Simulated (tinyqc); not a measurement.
RHF in the 6-31g basis, for He, spin multiplicity 1, step by step. One step of it, computed by the program tinyqc.

Problem. Iteration 3: diagonalisation and new density. Diagonalise F' = X^T F X, C = X C', fill 1 alpha and 1 beta electrons from the bottom; D = 2 C_occ C_occ^T. Each column has its largest component positive (the first on a tie).

Fock matrix F (hartree):
```
,1He 1s,1He 2s
1He 1s,-0.548728,-0.999933
1He 2s,-0.999933,-0.428395
```

X:
```
,1,2
1He 1s,1.169047,0.553145
1He 2s,-1.169047,0.553145
```

Give: F' = X^T F X; orbital energies; coefficients C; D after iteration 3.

Solution.

F' = X^T F X (hartree):
```
,1,2
1,1.3978,-0.0778
2,-0.0778,-0.9109
```

orbital energies (hartree): MO1 -0.9135, MO2 1.4004

coefficients C:
```
,MO1,MO2
1He 1s,0.5922,-1.1498
1He 2s,0.5135,1.1870
```

D after iteration 3:
```
,1He 1s,1He 2s
1He 1s,0.7013,0.6082
1He 2s,0.6082,0.5274
```
